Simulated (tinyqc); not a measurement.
Worked calculation: Stoner model of a band magnet at zero temperature. Computed by tinyqc, a small Python program that keeps every step. Command: `OMP_NUM_THREADS=1 python tinyqc.py 3000786 3000787 out.jsonl stoner walk`. One thread of a shared host (Intel(R) Xeon(R) Processor @ 2.30GHz), about 0.01 s of CPU time with the checks. Intermediate numbers are printed to about 5 digits and carried at full precision; extremes and crossings named in words are read from the listed rows.

Five orbitals per spin share one band; u = (E - E_bottom)/W runs from 0 to 1, and the states per spin, atom and energy are g = 5 d(u)/W with d = 1 - c cos(4 pi u). N(u) is the integral of d from 0. The moment m = n_up - n_down (electrons per atom) moves the fillings to n +/- m/10; the energy is E(m) = E_band(m) - I m^2/4.

Inputs (values chosen for the exercise, for a model d band): band width W = 3.3 eV; filling n per spin orbital = 0.64; Stoner parameter I = 0.451 eV; depth c of the valley = 0.49; field B = 1 T; start moment m0 = 0.37 mu_B; largest number of steps = 600.

Density of states: two peaks.

Constants: mu_B = 5.7883818060e-05 eV/T.

## The paramagnetic state

Solve N(u_F) = n; g_F = 5 d(u_F)/W; the Stoner product is I g_F.

u_F = 0.67230

g_F = 1.9309 1/eV

Stoner product I g_F = 0.87086

I g_F < 1: the paramagnet is locally stable.

## Exchange-enhanced response

The susceptibility is enhanced by 1/(1 - I g_F), and a field B induces m = 2 mu_B B g_F/(1 - I g_F).

enhancement = 7.7433

induced moment = 0.0017309 mu_B

## Fixed-moment scan

For a moment m the Fermi levels of the two spins lie W [u(n + m/10) - u(n - m/10)] =: Delta apart; gbar = m/Delta is the mean density of states between them. A solution has I gbar = 1, is stable where gbar falls with m, or sits at saturation m_max = 10 min(n, 1 - n) if I gbar > 1 there. E_band(m) = 5 W [e(n + m/10) + e(n - m/10) - 2 e(n)], e = integral of u d(u) up to the Fermi level.

Against the moment:
```
m (mu_B)  Delta (eV)   I gbar  E(m) - E(0) (meV)
0.18          0.0935  0.86847               0.55
0.54          0.2869  0.84875               5.36
1.08          0.6293  0.77397              28.24
1.62          1.0779  0.67780              93.41
2.16          1.4495  0.67207             206.85
2.70          1.7668  0.68923             345.36
3.24          2.1146  0.69102             505.98
3.60          2.4083  0.67416             634.60
```

I gbar runs between 0.672 and 0.868; the energy falls with m where it exceeds 1 and rises where it is below. The lowest row is m = 0.18, and no row lies below the paramagnet.

## Self-consistent moment

Split the bands by Delta = I m, find the common Fermi level that keeps 10 n electrons, and read m(out) = 5 [N(u + Delta/(2W)) - N(u - Delta/(2W))], N clipped to 0 and 1. Start from m0 (at most 0.9 m_max, m_max = 10 min(n, 1 - n)); stop when m changes by less than 1e-8; moments under 1e-5 count as 0.

Iteration:
```
step  m in (mu_B)  Delta (eV)  m out (mu_B)
1      3.7000e-01  1.6687e-01    3.1942e-01
2      3.1942e-01  1.4406e-01    2.7636e-01
3      2.7636e-01  1.2464e-01    2.3950e-01
4      2.3950e-01  1.0801e-01    2.0781e-01
5      2.0781e-01  9.3721e-02    1.8047e-01
...           ...         ...           ...
108    1.3403e-07  6.0447e-08    1.1672e-07
109    1.1672e-07  5.2641e-08    1.0165e-07
110    1.0165e-07  4.5843e-08    8.8519e-08
111    8.8519e-08  3.9922e-08    7.7088e-08
112    7.7088e-08  3.4766e-08    6.7132e-08
```

moment m = 0 mu_B

last change of m = 9.9554e-09

The moment dies away, once small by the factor I g_F a step.

Checks made by the program: N(u_F) against quadrature of d (relative difference below 1e-10).
